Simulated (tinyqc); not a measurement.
Resonant-tunnelling diode, transfer matrices and Tsu-Esaki current: effect of temperature at two biases.

Emitter (band edge 0), barrier d1, well Lw, barrier d2, collector (edge -V). The bias drops linearly over these layers and none in the contacts; each layer is cut into ns equal slices, flat at the value of their centres. E is the energy of motion across the layers, C = hbar^2/(2 m0), psi and psi'/m are continuous. Transport is coherent, T(E) is taken as independent of the transverse momentum, and charge in the well is ignored.

The current at V = 0.087 V and at V = 0.132 V, Ef held fixed. For the pair (psi, psi'/m) a flat layer has M = [[cos kd, (m/k) sin kd], [-(k/m) sin kd, cos kd]] with k = sqrt(m (E - U)/C) above its edge U, and M = [[cosh Kd, (m/K) sinh Kd], [(K/m) sinh Kd, cosh Kd]] with K = sqrt(m (U - E)/C) below it. Later slices stand to the left. With M acting on (psi, psi'/m) and v = k/m in each lead, T(E) = 4 vL vR/[(vL vR M12 - M21)^2 + (vR M11 + vL M22)^2]. J = J0 times the integral over E > 0 of T(E) N(E), N = ln[(1 + exp((Ef - E)/Vt))/(1 + exp((Ef - V - E)/Vt))], J0 = q^2 mw m0 kB T/(2 pi^2 hbar^3) (times 1e-4 for A/cm^2 per eV). The integral is converged to the digits shown.

Parameters, values chosen for the exercise; masses and offsets close to those of InGaAs wells and InP barriers:
- mw = 0.04 m0 (mass in the well, spacer and contacts)
- U1 = 0.24 eV (barrier height)
- m1 = 0.08 m0 (barrier mass)
- d1 = 4.2 nm (emitter barrier)
- Lw = 8.1 nm (well width)
- d2 = 4.2 nm (collector barrier)
- ns = 3 (slices in each layer)
- Ef = 0.039 eV (Fermi energy of both contacts above their band edges)

Constants: q = 1.602176634e-19 C, kB = 1.380649e-23 J/K, hbar = 1.054571817e-34 J s, m0 = 9.1093837015e-31 kg, Vt = kB T/q, hbar^2/(2 m0) = 0.0380998212 eV nm^2. Results are converted to the units shown.

Effect of temperature at two biases:

| T (K) | J at 0.087 V (kA/cm^2) | J at 0.132 V (kA/cm^2) | ratio |
|---|---|---|---|
| 40 | 8.721 | 0.1205 | 72.37 |
| 77 | 8.748 | 0.1347 | 64.93 |
| 150 | 9.021 | 0.2396 | 37.65 |
| 220 | 9.666 | 0.9645 | 10.02 |
| 300 | 11.60 | 4.120 | 2.816 |
| 400 | 17.58 | 13.71 | 1.283 |

The first current rises from 8.72 to 17.6 kA/cm^2, the second rises from 0.121 to 13.7 kA/cm^2, and their ratio falls from 72.4 to 1.28. Heat lifts electrons to energies where the barriers transmit more, which raises the second current by a far larger factor than the first.

Numbers from tinyqc (`OMP_NUM_THREADS=1 python tinyqc.py 2600117 2600118 out.jsonl`; about 0.2 s on one thread of a shared Intel Xeon 2.30GHz).
